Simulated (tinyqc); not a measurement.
Strained quantum well: band edges, subbands and transparency: sweeps and comparisons. A value that a table varies takes the place of the one given here.

Growth on (001), barriers unstrained: tr(e) = e (2 - nu2), Z = b e (1 + nu2); Ec = Ev + Eg + ac tr(e), E_HH = Ev + av tr(e) + Z, E_LH = Ev + av tr(e) - Z (coupling to the split-off band left out).

Masses along z: me, 1/(g1 - 2 g2) for HH, 1/(g1 + 2 g2) for LH, likewise in the barrier; in the plane me, 1/(g1 + g2) for HH and 1/(g1 - g2) for LH (no mixing, which understates the hole masses away from k = 0). Level n solves k L + 2 atan[(k/m)/(kappa/mb)] = n pi, k = sqrt(m E/c), kappa = sqrt(mb (V - E)/c), c = hbar^2/2m0.

Transparency (Bernard-Duraffourg): Fc - Fv equals the lowest transition energy with n = p, n = sum m/(2 pi c) kB T ln(1 + exp((Fc - E)/kB T)) and p likewise over the listed subbands; c = hbar^2/2m0, 1/angstrom^2 = 1e16/cm^2.

Constants: hbar^2/2m0 = 3.80998211 eV angstrom^2; kB = 8.617333262e-05 eV/K; hc = 1239.841984 eV nm.

Inputs chosen for the exercise (near those of an InGaAs/InP well; shifted at random, so the results belong to these values and not to a real crystal):

| symbol | value | unit | meaning |
|---|---|---|---|
| nu2 | 0.997 |  | 2 C12/C11 |
| Eg | 0.724 | eV | unstrained gap of the well |
| Ev | -0.594 | eV | its valence edge |
| ac | -6.06 | eV |  |
| av | 1.08 | eV | Ev moves by av tr(e) |
| b | -1.89 | eV | shear potential |
| Egb | 1.346 | eV | gap of the barrier |
| Evb | -0.94 | eV | its valence edge |
| L | 84 | angstrom | well width |
| me | 0.043 | m0 | electron mass |
| g1 | 13.88 |  | gamma1 |
| g2 | 5.47 |  | gamma2 |
| meb | 0.08 | m0 |  |
| g1b | 5.08 |  |  |
| g2b | 1.6 |  |  |
| T | 300 | K | temperature |
| es | (-0.02, -0.014, -0.008, -0.003, 0, 0.003, 0.007, 0.012) |  | strains |
| e | 0.0004 |  | strain in the plane |
| Ls | (30, 40, 55, 70, 90, 120) | angstrom | widths |

## Strain as a design knob

Only the strain is changed; the unstrained gap and the masses are kept.

Results:

| e (%) | wavelength (nm) | top hole | hh1 - lh1 (meV) | n_tr (1e12/cm^2) | share in top |
|---|---|---|---|---|---|
| -2.0 | 1470 | hh1 | 183 | 0.412 | 0.74 |
| -1.4 | 1500 | hh1 | 139 | 0.411 | 0.73 |
| -0.8 | 1532 | hh1 | 96 | 0.419 | 0.70 |
| -0.3 | 1560 | hh1 | 60 | 0.446 | 0.61 |
| 0.0 | 1578 | hh1 | 38 | 0.484 | 0.50 |
| 0.3 | 1597 | hh1 | 16 | 0.551 | 0.37 |
| 0.7 | 1651 | lh1 | -13 | 0.587 | 0.73 |
| 1.2 | 1774 | lh1 | -50 | 0.536 | 0.91 |

How do the results move?

n_tr is largest at e = +0.7 % (0.59), where hh1 - lh1 = -13 meV and the top subband holds 73 % of the holes, and smallest, 0.41, at -2.0 and -1.4 %. The top hole level turns from hh to lh, and the light from TE to TM, between +0.3 and +0.7 %. The wavelength runs from 1470 to 1774 nm.

## Width of the well

All levels anew.

Results:

| L (angstrom) | wavelength (nm) | top hole | hh1 - lh1 (meV) | n_tr (1e12/cm^2) | share in top | n_tr/L (1e18/cm^3) |
|---|---|---|---|---|---|---|
| 30 | 1340 | hh1 | 88 | 0.370 | 0.90 | 1.23 |
| 40 | 1417 | hh1 | 73 | 0.384 | 0.83 | 0.96 |
| 55 | 1496 | hh1 | 55 | 0.417 | 0.70 | 0.76 |
| 70 | 1547 | hh1 | 43 | 0.456 | 0.58 | 0.65 |
| 90 | 1592 | hh1 | 32 | 0.506 | 0.46 | 0.56 |
| 120 | 1632 | hh1 | 21 | 0.581 | 0.35 | 0.48 |

What can be read from the table?

The wavelength tunes by 292 nm. The sheet density at transparency changes from 0.37 to 0.58, the top hole subband holding 0.90 and 0.35 of the holes at the ends, while the volume density falls by a factor 2.5. Critical thickness and carrier escape are left out.

## What each parameter does

Edge wavelength, hh1 - lh1 and n_tr. Each row changes one parameter from the base and keeps the others.

Results:

| case | wavelength (nm) | hh1 - lh1 (meV) | n_tr (1e12/cm^2) |
|---|---|---|---|
| base | 1580.6 | 34.7 | 0.491 |
| L = 76 angstrom | 1562.8 | 39.2 | 0.471 |
| e = -0.0016 | 1568.6 | 49.3 | 0.461 |
| Eg = 0.704 eV | 1619.3 | 34.7 | 0.491 |
| b = -2.17 eV | 1580.1 | 34.3 | 0.492 |
| ac = -5.45 eV | 1580.1 | 34.7 | 0.491 |
| me = 0.0473 m0 | 1584.0 | 34.7 | 0.520 |
| g1 = 14.71 | 1576.3 | 33.1 | 0.474 |
| T = 340 K | 1580.6 | 34.7 | 0.578 |

What does this show?

The largest shifts from the base row, up to three for each result and ties (the steps differ in size, so this ranks the rows, not the parameters). wavelength (nm): Eg +38.7, L -17.8, e -12.0; unchanged at the printed digits by T. hh1 - lh1 (meV): e +14.6, L +4.5, g1 -1.6; unchanged at the printed digits by Eg, ac, me and T. n_tr (1e12/cm^2): T +0.087, e -0.031, me +0.029; unchanged at the printed digits by Eg and ac.

(tinyqc, `OMP_NUM_THREADS=1 python tinyqc.py 1281898 1281899 out.jsonl`, Intel(R) Xeon(R) Processor @ 2.30GHz, 1 thread, shared host, about 0.03 s.)
